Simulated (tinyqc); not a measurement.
Inside a calculation. Model: geometry relaxation of a small cluster. Computed by tinyqc, a small Python program that keeps every step. Command: `OMP_NUM_THREADS=1 python tinyqc.py 3023456 3023457 out.jsonl relax walk`. One thread of a shared host (Intel(R) Xeon(R) Processor @ 2.30GHz), about 0.01 s of CPU time with the checks. Intermediate numbers are printed to about 6 digits and carried at full precision; extremes and crossings named in words are read from the listed rows.

E = sum_(i<j) phi(r_ij), phi(r) = eps [exp(-2 alpha (r - r0)) - 2 exp(-alpha (r - r0))]; the force on i is -sum_j phi'(r_ij) (R_i - R_j)/r_ij.

Inputs (values chosen for the exercise, for model atoms):

| quantity | value | unit |
|---|---|---|
| length r0 | 2.42 | angstrom |
| well depth eps | 0.65 | eV |
| stiffness alpha | 1.91 | 1/angstrom |
| step factor eta | 0.055 | angstrom^2/eV |
| largest number of steps | 500 | - |

Potential: Morse. Method: BFGS.

starting positions (angstrom):
```
           x      y      z
atom 1  0.02   0.14   0.11
atom 2  2.55  -0.05  -0.03
atom 3  1.41   2.15   0.05
atom 4  1.23    0.6   2.09
```

## Energy and forces at the start

Evaluate E and the forces at the starting positions.

distances (angstrom): 1-2 2.54098, 1-3 2.44454, 1-4 2.36561, 2-3 2.47911, 2-4 2.58056, 3-4 2.56837

energy at the start = -3.77085 eV

forces (eV/angstrom):
```
                x          y          z
atom 1   0.312281   0.000173  -0.277497
atom 2  -0.760582   0.362093   0.426500
atom 3   0.014842  -0.577882   0.361598
atom 4   0.433458   0.215616  -0.510601
```

## The first two steps

BFGS: R(new) = R + B F with the inverse Hessian B = eta 1 at first; with s = R(new) - R, y = F - F(new), rho = 1/(y.s): B(new) = (1 - rho s y^T) B (1 - rho y s^T) + rho s s^T, skipped if y.s is not positive. No atom moves more than 0.3 angstrom a step (the whole step is scaled). Stop when the largest force component is below 1e-5 eV/angstrom.

positions after step 1 (angstrom):
```
              x         y         z
atom 1  0.03718   0.14001   0.09474
atom 2  2.50817  -0.03008  -0.00654
atom 3  1.41082   2.11822   0.06989
atom 4  1.25384   0.61186   2.06192
```

energy after step 1 = -3.85517 eV

positions after step 2 (angstrom):
```
              x         y        z
atom 1  0.04441   0.12638  0.06095
atom 2  2.45884  -0.01834  0.02678
atom 3  1.41086   2.09911  0.10043
atom 4  1.29588   0.63284  2.03184
```

energy after step 2 = -3.88772 eV

## All steps

The formulas are those given above.

Course of the relaxation:

| step | E (eV) | largest force (eV/angstrom) | force calls |
|---|---|---|---|
| 0 | -3.77085 | 7.60582e-01 | 1 |
| 1 | -3.85517 | 3.76581e-01 | 2 |
| 2 | -3.88772 | 3.41629e-01 | 3 |
| 3 | -3.89633 | 1.33176e-01 | 4 |
| 4 | -3.89946 | 4.36469e-02 | 5 |
| 5 | -3.89990 | 2.85065e-02 | 6 |
| 6 | -3.89999 | 8.00995e-03 | 7 |
| 7 | -3.90000 | 2.17465e-03 | 8 |
| 8 | -3.90000 | 1.66615e-03 | 9 |
| 9 | -3.90000 | 9.58509e-04 | 10 |
| 10 | -3.90000 | 4.07149e-04 | 11 |
| 11 | -3.90000 | 2.07316e-04 | 12 |
| 12 | -3.90000 | 4.65136e-05 | 13 |
| 13 | -3.90000 | 7.17509e-06 | 14 |

final positions (angstrom):
```
              x         y        z
atom 1  0.04523   0.11678  0.04167
atom 2  2.45945  -0.04955  0.02518
atom 3  1.39684   2.12272  0.11743
atom 4  1.30849   0.65004  2.03572
```

final energy = -3.9 eV

steps = 13

largest force at the end = 7.17509e-06 eV/angstrom

Converged in 13 steps.

## Curvatures at the end

Hessian at the final positions by central differences of the forces; six eigenvalues vanish (translations and rotations). Steepest descent is stable for eta below 2/lambda_max and contracts the softest mode by 1 - eta lambda_min a step.

non-zero eigenvalues (eV/angstrom^2): 4.7425  4.7425  9.4850  9.4850  9.4851  18.9701

condition number = 4.00001

largest stable eta = 0.105429 angstrom^2/eV

contraction of the softest mode = 0.739162

All are positive, so the end point is a minimum.

## Four methods from the same start

Steepest descent: R(new) = R + eta F. Conjugate gradient (Polak-Ribiere): d = F + beta d(old), beta = max(0, F.(F - F(old))/|F(old)|^2), d = F at first; step length from one secant, s = eta (F.d)/(F.d - F(R + eta d).d), replaced by eta if that is not positive; R(new) = R + s d. FIRE with unit mass: if F.v > 0, v = (1 - a) v + a |v| F/|F|, and after more than 5 such steps in a row dt = min(1.1 dt, 5 dt0), a = 0.99 a; else v = 0, a = 0.1, and dt = dt/2 (not at the first step). Then v = v + dt F, R(new) = R + dt v. dt0 = sqrt(eta), a = 0.1 at first. In this comparison each method may take up to 1500 steps.

Cost:

| method | steps | force calls | final E (eV) | calls to reach 1e-2 |
|---|---|---|---|---|
| steepest descent | 34 | 35 | -3.90000 | 13 |
| conjugate gradient | 10 | 21 | -3.90000 | 11 |
| BFGS | 13 | 14 | -3.90000 | 7 |
| FIRE | 101 | 102 | -3.90000 | 32 |

In force calls the order is BFGS (14), conjugate gradient (21), steepest descent (35), FIRE (102). All that converged end at the same energy. Near the minimum steepest descent multiplies the slowest mode by 0.739 in size a step, 8 steps a decade of force, at a condition number of 4.0. On this problem it beats FIRE in force calls.

Checks made by the program: forces against finite differences of E (relative difference 1e-09).
